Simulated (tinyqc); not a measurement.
Inputs raised by 5 %, one at a time: Raman line shape of confined optical phonons and breathing modes of small crystals. Computed by tinyqc, a small Python program. Command: `OMP_NUM_THREADS=1 python tinyqc.py 3030452 3030453 out.jsonl confine sens`. One thread of a shared host (Intel(R) Xeon(R) Processor @ 2.30GHz), about 0.07 s of CPU time with the checks.

Confinement in 3 direction(s) lets phonons with q away from zero scatter light. q is in units of 2 pi/a, from 0 to 1, and the branch is isotropic: omega(q)^2 = (omega_0^2 + omega_X^2)/2 + ((omega_0^2 - omega_X^2)/2) cos(pi q). The model and its constant beta are phenomenological; beta = 8 is the common choice.

Inputs (values chosen for the exercise, modelled on silicon): bulk frequency omega_0 = 520.5 1/cm; frequency at the zone boundary omega_X = 401 1/cm; natural width Gamma_0 = 3.1 1/cm; lattice constant a = 5.431 angstrom; size L = 5 nm; confinement constant beta = 3; longitudinal velocity = 9120 m/s; transverse velocity = 5380 m/s.

Shape: sphere.

Constants: c = 299792458 m/s.

Method:
- Weight W(q) = q^2 exp(-(2 L q/a)^2/(2 beta)) dq, that is exp(-k^2 L^2/(2 beta pi^2)) for k = 2 pi q/a.
- I(omega) = int W(q) / [(omega - omega(q))^2 + (Gamma_0/2)^2] dq / int W dq x (Gamma_0/2)^2, by 400 Gauss-Legendre points on 0 < q < min(1, 2.5 a sqrt(2 beta)/L).
- The peak is the maximum of I; the width is taken between the half-maximum points, and the asymmetry is the low-side half-width over the high-side one.
- Lamb: with s = omega R/v_L, R = L/2, the lowest radial mode solves tan(s)/s = 1/(1 - s^2 v_L^2/(4 v_T^2)), s between pi/2 and pi; wavenumber = s v_L/(2 pi c R).

Runs:
```
input moved                   from     to  peak shift (1/cm)  full width (1/cm)  asymmetry  breathing wavenumber (1/cm)
base run                         -      -            -3.3977            10.6170     2.0759                       48.965
natural width Gamma_0 (1/cm)   3.1  3.255            -3.4368            10.7430     2.0475                       48.965
size L (nm)                      5   5.25            -3.1518             9.8683     2.0215                       46.633
confinement constant beta        3   3.15            -3.5289            11.0210     2.1026                       48.965
longitudinal velocity (m/s)   9120   9576            -3.3977            10.6170     2.0759                       52.960
transverse velocity (m/s)     5380   5649            -3.3977            10.6170     2.0759                       47.214
```

Exponents ln(y'/y) / ln(x'/x):
```
input                      peak shift  full width  asymmetry  breathing wavenumber
natural width Gamma_0           0.235       0.242     -0.282                 0.000
size L                         -1.540      -1.499     -0.544                -1.000
confinement constant beta       0.777       0.765      0.262                 0.000
longitudinal velocity           0.000       0.000      0.000                 1.607
transverse velocity             0.000       0.000      0.000                -0.746
```

Among the inputs moved here: peak shift answers most in size to size L (exponent -1.540), next to confinement constant beta (+0.777); its exponent is below 0.0005 for longitudinal velocity, transverse velocity. Full width answers most in size to size L (exponent -1.499), next to confinement constant beta (+0.765); its exponent is below 0.0005 for longitudinal velocity, transverse velocity. Asymmetry answers most in size to size L (exponent -0.544), next to natural width Gamma_0 (-0.282); its exponent is below 0.0005 for longitudinal velocity, transverse velocity. Breathing wavenumber answers most in size to longitudinal velocity (exponent +1.607), next to size L (-1.000); its exponent is below 0.0005 for natural width Gamma_0, confinement constant beta. Its exponent -1.000 in size L: an acoustic standing wave.

Extremes, crossings and ranges named in words are read from the listed rows.
